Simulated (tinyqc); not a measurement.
Threshold of a short bulk MOSFET: charge sharing, barrier lowering, narrow width: two steps of the calculation.

n-channel device on a p-type body, depletion approximation, full ionisation. Uniform doping N = Na. Vbi from Boltzmann statistics is rough for the degenerate source. Cox = eps0 eox/tox.

Inputs (values chosen for the exercise); band and dielectric values close to those of silicon:

| symbol | value | unit | meaning |
|---|---|---|---|
| T | 300 | K | temperature |
| Eg | 1.1 | eV | band gap |
| eps_r | 11.6 |  | relative permittivity |
| Nc | 2.83e19 | cm^-3 | conduction-band density of states at T |
| Nv | 2.64e19 | cm^-3 | valence-band density of states at T |
| eox | 7.61 |  | relative permittivity of the gate insulator (close to silicon nitride) |
| tox | 13 | nm | insulator thickness |
| Na | 3.2e17 | cm^-3 | channel doping |
| Nsd | 1e20 | cm^-3 | source and drain doping |
| Vfb | -0.83 | V | flat-band voltage for the doping Na |
| xj | 20 | nm | junction depth |
| Vbs | -1 | V | body-source voltage |
| Vds | 1 | V | drain-source voltage |
| W | 350 | nm | gate width |
| xw | 0.7854 |  | shape factor of the fringing depletion at the width edges |
| L | 210 | nm | channel length |

Constants: q = 1.602176634e-19 C, kB = 1.380649e-23 J/K, Vt = kB T/q, eps0 = 8.8541878128e-14 F/cm where lengths are in cm. Results are converted to the units shown.

Question 1. Long-channel threshold and scales. ni = sqrt(Nc Nv) exp(-Eg/(2 Vt)), Eg in volts; 2 pB = 2 Vt ln(N/ni); flat band Vfb - Vt ln(N/Na); Wd = sqrt(2 eps0 eps_r (2 pB - Vbs)/(q N)); body term q N Wd/Cox; long-channel VT0 = flat band + 2 pB + body term; Vbi = Vt ln(N Nsd/ni^2); scale length l = sqrt((eps_r/eox) tox Wd).

Find: N; 2 pB; flat band; Wd; body term; VT0; Vbi; l.

Answer 1.

N = 3.200e17 cm^-3
2 pB = 0.8700 V
flat band = -0.8300 V
Wd = 86.56 nm
body term = 0.8562 V
VT0 = 0.8963 V
Vbi = 1.019 V
l = 41.42 nm

Question 2. Short-channel and narrow-width shifts. Charge sharing (trapezoid; it ignores Vds): F = (xj/L)(sqrt(1 + 2 Wd/xj) - 1), lowering = body term times F. Barrier lowering: th = exp(-L/(2 l)) + 2 exp(-L/l), lowering = th [2 (Vbi - 2 pB) + Vds], DIBL = th. Narrow width: rise = body term times xw Wd/W. VT by each model = VT0 - lowering + rise.

2 pB = 0.87004402 V
Wd = 86.559370 nm
body term = 0.85621814 V
VT0 = 0.89626216 V
Vbi = 1.0185535 V
l = 41.415736 nm

Give: F; lowering by charge sharing; th; lowering of the barrier; DIBL; narrow-width rise; VT, charge sharing; VT, barrier lowering.

Answer 2.

F = 0.20070
lowering by charge sharing = 171.85 mV
th = 0.091799
lowering of the barrier = 119.06 mV
DIBL = 91.799 mV/V
narrow-width rise = 166.31 mV
VT, charge sharing = 0.89073 V
VT, barrier lowering = 0.94351 V

L is 5.07 scale lengths. The charge-sharing lowering is 44 % above the barrier lowering; the first falls off as 1/L and the second exponentially. Both describe the same loss of gate control, so they are alternatives and are not added.

Numbers from tinyqc (`OMP_NUM_THREADS=1 python tinyqc.py 2002125 2002126 out.jsonl`; about 0.01 s on one thread of a shared Intel Xeon 2.30GHz).
